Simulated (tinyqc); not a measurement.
Worked calculation: Pariser-Parr-Pople SCF with singles CI, for the molecule C=C1C=CC=CC=C1 (SMILES; centres numbered as the heavy atoms are written). One step of it, computed by the program tinyqc.

Question. Iteration 2: Fock matrix. F_rr = H_rr + P_rr gamma_rr / 2 + sum_(s != r) P_ss gamma_rs; F_rs = H_rs - P_rs gamma_rs / 2; E = tr P (H + F) / 2 + core repulsion sum_(r<s) z_r z_s gamma_rs.

P after iteration 1:
```
           1C         2C         3C         4C         5C         6C         7C         8C
1C   1.185133   0.817943  -0.129172  -0.309062   0.190111   0.190111  -0.309062  -0.129172
2C   0.817943   0.990860   0.400099   0.022870  -0.069570  -0.069570   0.022870   0.400099
3C  -0.129172   0.400099   0.925089   0.796818   0.043830  -0.332221  -0.068545   0.256349
4C  -0.309062   0.022870   0.796818   1.003703   0.500652   0.014035  -0.116094  -0.068545
5C   0.190111  -0.069570   0.043830   0.500652   0.983212   0.771748   0.014035  -0.332221
6C   0.190111  -0.069570  -0.332221   0.014035   0.771748   0.983212   0.500652   0.043830
7C  -0.309062   0.022870  -0.068545  -0.116094   0.014035   0.500652   1.003703   0.796818
8C  -0.129172   0.400099   0.256349  -0.068545  -0.332221   0.043830   0.796818   0.925089
```

core matrix H (eV):
```
            1C          2C          3C          4C          5C          6C          7C          8C
1C  -43.601011   -2.390000    0.000000    0.000000    0.000000    0.000000    0.000000    0.000000
2C   -2.390000  -52.531517   -2.390000    0.000000    0.000000    0.000000    0.000000   -2.390000
3C    0.000000   -2.390000  -50.549475   -2.390000    0.000000    0.000000    0.000000    0.000000
4C    0.000000    0.000000   -2.390000  -48.961681   -2.390000    0.000000    0.000000    0.000000
5C    0.000000    0.000000    0.000000   -2.390000  -48.390021   -2.390000    0.000000    0.000000
6C    0.000000    0.000000    0.000000    0.000000   -2.390000  -48.390021   -2.390000    0.000000
7C    0.000000    0.000000    0.000000    0.000000    0.000000   -2.390000  -48.961681   -2.390000
8C    0.000000   -2.390000    0.000000    0.000000    0.000000    0.000000   -2.390000  -50.549475
```

repulsion gamma_rs (eV):
```
           1C         2C         3C         4C         5C         6C         7C         8C
1C  10.030000   7.180897   5.194909   3.609787   3.035361   3.035361   3.609787   5.194909
2C   7.180897  10.030000   7.181089   4.960039   4.164182   4.164182   4.960039   7.181089
3C   5.194909   7.181089  10.030000   7.180389   4.961705   4.164929   4.164480   4.961975
4C   3.609787   4.960039   7.180389  10.030000   7.181821   4.961126   4.164038   4.164480
5C   3.035361   4.164182   4.961705   7.181821  10.030000   7.180897   4.961126   4.164929
6C   3.035361   4.164182   4.164929   4.961126   7.180897  10.030000   7.181821   4.961705
7C   3.609787   4.960039   4.164480   4.164038   4.961126   7.181821  10.030000   7.180389
8C   5.194909   7.181089   4.961975   4.164480   4.164929   4.961705   7.180389  10.030000
```

Centres (angstrom, eV; a flat drawing with bonds scaled to 1.40 angstrom):
```
centre          x          y  core charge z          W   gamma_rr
1C       2.637000   0.000000              1  12.740000  10.030000
2C       1.237000   0.000000              1  12.740000  10.030000
3C       0.629000   1.261000              1  12.740000  10.030000
4C      -0.736000   1.573000              1  12.740000  10.030000
5C      -1.830000   0.700000              1  12.740000  10.030000
6C      -1.830000  -0.700000              1  12.740000  10.030000
7C      -0.736000  -1.573000              1  12.740000  10.030000
8C       0.629000  -1.261000              1  12.740000  10.030000
```

Give: F; pi energy.

Answer.

F (eV):
```
         1C       2C       3C       4C       5C       6C       7C       8C
1C  -7.7157  -5.3268   0.3355   0.5578  -0.2885  -0.2885   0.5578   0.3355
2C  -5.3268  -7.6204  -3.8266  -0.0567   0.1449   0.1449  -0.0567  -3.8266
3C   0.3355  -3.8266  -7.6875  -5.2507  -0.1087   0.6918   0.1427  -0.6360
4C   0.5578  -0.0567  -5.2507  -8.1218  -4.1878  -0.0348   0.2417   0.1427
5C  -0.2885   0.1449  -0.1087  -4.1878  -8.0446  -5.1609  -0.0348   0.6918
6C  -0.2885   0.1449   0.6918  -0.0348  -5.1609  -8.0446  -4.1878  -0.1087
7C   0.5578  -0.0567   0.1427   0.2417  -0.0348  -4.1878  -8.1218  -5.2507
8C   0.3355  -3.8266  -0.6360   0.1427   0.6918  -0.1087  -5.2507  -7.6875
```

pi energy = -118.9800 eV
